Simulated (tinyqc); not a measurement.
## Small-signal admittance of a forward-biased p+-n diode: admittance against frequency

Holes injected into a neutral base of width wb with an ohmic contact at its end; low injection, p0 far above the equilibrium density. A small voltage v exp(i w t), w = 2 pi f, modulates the edge density by p0 v/Vt, and the small-signal density obeys Dp d2p/dx2 = (1/tau + i w) p.

L = sqrt(Dp tau); direct current J = (q Dp p0/L) coth(wb/L); k = sqrt(1 + i w tau)/L; diffusion admittance Y = (q Dp p0/Vt) k coth(k wb) = G + i w C_diff; junction capacitance C_j = sqrt(q eps0 eps_r Nd/(2 Vr)) in the depletion approximation, with the remaining barrier Vr = Vt ln(Na/p0), a rough value under forward bias; base-width modulation is left out. Measured admittance 1/[Rs + 1/(Y + i w C_j)].

Inputs (values chosen for the exercise); permittivity close to that of silicon: temperature T = 350 K; relative permittivity eps_r = 11.7; donor density of the base Nd = 5.4e15 cm^-3; hole diffusion coefficient Dp = 11 cm^2/s; hole lifetime tau = 2e-7 s; width of the neutral base wb = 27 um; excess hole density at the junction edge p0 = 6.5e12 cm^-3; acceptor density of the p+ side Na = 2e19 cm^-3; series resistance Rs = 0.00021 ohm cm^2.

Constants: q = 1.602176634e-19 C, kB = 1.380649e-23 J/K, Vt = kB T/q, eps0 = 8.8541878128e-14 F/cm where lengths are in cm. Results are converted to the units shown.

The same in every row: C_j (uF/cm^2) = 0.031537.

Result of one run:
```
f (Hz),w tau,G (S/cm^2),C_diff (uF/cm^2),measured G (S/cm^2),measured C (uF/cm^2),phase of the measured Y (degrees)
1e7,12.566,0.66788,0.0098156,0.66921,0.041341,75.553
```

What becomes of these results when the signal frequency f is changed from 1e7 to 6e7 Hz, all else the same?

Result of the changed run:
```
f (Hz),w tau,G (S/cm^2),C_diff (uF/cm^2),measured G (S/cm^2),measured C (uF/cm^2),phase of the measured Y (degrees)
6e7,75.398,1.5827,0.0041430,1.6202,0.035656,83.127
```

The whole series:
```
f (Hz),w tau,G (S/cm^2),C_diff (uF/cm^2),measured G (S/cm^2),measured C (uF/cm^2),phase of the measured Y (degrees)
3000,0.0037699,0.26987,0.021828,0.26986,0.053359,0.21355
10000,0.012566,0.26987,0.021828,0.26986,0.053359,0.71179
50000,0.062832,0.26993,0.021826,0.26992,0.053356,3.5536
2e5,0.25133,0.27084,0.021785,0.27083,0.053315,13.895
8e5,1.0053,0.28466,0.021165,0.28466,0.052696,42.939
3e6,3.7699,0.39801,0.016458,0.39814,0.047987,66.243
1e7,12.566,0.66788,0.0098156,0.66921,0.041341,75.553
6e7,75.398,1.5827,0.0041430,1.6202,0.035656,83.127
2e8,251.33,2.8763,0.0022798,3.2531,0.033773,85.617
```

G starts at J/Vt = 0.270 S/cm^2 and C_diff at (J tau/(2 Vt))(1 - 2 x/sinh 2x) = 0.0218 uF/cm^2, x = wb/L = 1.82. Between the last two rows G goes as f^(0.50) and C_diff as f^(-0.50); the limits are 1/2 and -1/2, reached when the signal penetrates only sqrt(Dp/w). The measured C is 0.011 % below C_diff + C_j in the first row and 0.13 % below it in the last, the difference being due to Rs.

Program tinyqc, `OMP_NUM_THREADS=1 python tinyqc.py 2890114 2890115 out.jsonl`; Intel Xeon 2.30GHz, shared host, one thread, about 0.01 s.
